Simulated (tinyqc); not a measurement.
Size effects in the resistivity of thin metal films and interconnect lines: one step, computed by the program tinyqc.

Electrons lose their drift at surfaces (a share 1 - p of the hits) and at grain boundaries (reflection R), besides bulk scattering. The line sits in a trench with a non-conducting liner on both walls and the bottom; the spacing equals the drawn width.

Question. Metal cross-section. Metal width w_m = w - 2t, height h_m = (aspect ratio) w - t, grain size D = (ratio) w_m.

Inputs (values chosen for the exercise, modelled on iridium):
```
quantity                          value  unit
drawn line width w                   43    nm
grain size over metal width         1.1     -
aspect ratio (height over width)    1.6     -
liner thickness t                   0.7    nm
```

Geometry: line.

Give: metal width w_m; metal height h_m; grain size D; share of the trench filled by metal.

Answer.

metal width w_m = 41.6 nm

metal height h_m = 68.1 nm

grain size D = 45.76 nm

share of the trench filled by metal = 95.76 %
